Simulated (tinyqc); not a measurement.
# Single-electron transistor, orthodox theory and master equation: linear conductance against temperature

A metal island with n extra electrons joins the left lead (voltage V) and the right lead (0 V) by tunnel junctions and couples to a gate. Cs = CL + CR + Cg. Adding electron n + 1 costs mu(n) = [q (n + 1/2) - CL V - Cg Vg]/Cs (in volts); the Fermi levels are -V (left) and 0 (right). A jump that gains the energy W has the rate G(W) = (W/q)/(R [1 - exp(-W/Vt)]), W in volts, Vt = kB T/q. Sequential tunnelling only; I > 0 flows from left to right.

Onto the island: from the left W = -V - mu(n), from the right W = -mu(n); off the island (n + 1 to n): to the left W = mu(n) + V, to the right W = mu(n). Steady state: p(n + 1)/p(n) = (sum of on rates)/(sum of off rates), normalised. I = q sum_n [p(n + 1) (off to left) - p(n) (on from left)]. Enough charge states are kept that the digits shown do not change. The conductance is dI/dV at V = 0 times RL + RR, at Vg = q/(2 Cg) (peak) and Vg = 0 (valley).

Values chosen for this exercise:
- CL = 20 aF (capacitance of the left junction)
- CR = 14 aF (capacitance of the right junction)
- Cg = 8.5 aF (gate capacitance)
- RL = 200 kohm (resistance of the left junction)
- RR = 190 kohm (resistance of the right junction)

Constants: q = 1.602176634e-19 C, kB = 1.380649e-23 J/K, Vt = kB T/q. Results are converted to the units shown.

Linear conductance against temperature:
```
T (K)  kB T/(q^2/Cs)    peak    valley
1.2          0.02743  0.5000  4.421e-7
1.8          0.04115  0.5000  1.283e-4
2.6          0.05943  0.5000  0.003734
3.8          0.08686  0.5001   0.03630
5.7           0.1303  0.5033    0.1620
8.3           0.1897  0.5245    0.3564
12            0.2743  0.5826    0.5361
18            0.4115  0.6778    0.6733
27            0.6172  0.7681    0.7680
```

What does the comparison show?

At low temperature the peak is 0.500, the limit 1/2 of a metal island with only two charge states in play; it rises from 0.500 to 0.768, and the valley rises from 4.42e-7 to 0.768. Among the rows the valley is within 10 % of the peak from kB T = 0.27 q^2/Cs on: the oscillation is washed out.

Range of the model: Cotunnelling, which dominates deep in the blockade, is left out.

Program tinyqc, `OMP_NUM_THREADS=1 python tinyqc.py 2780043 2780044 out.jsonl`; Intel Xeon 2.30GHz, shared host, one thread, about 0.01 s.
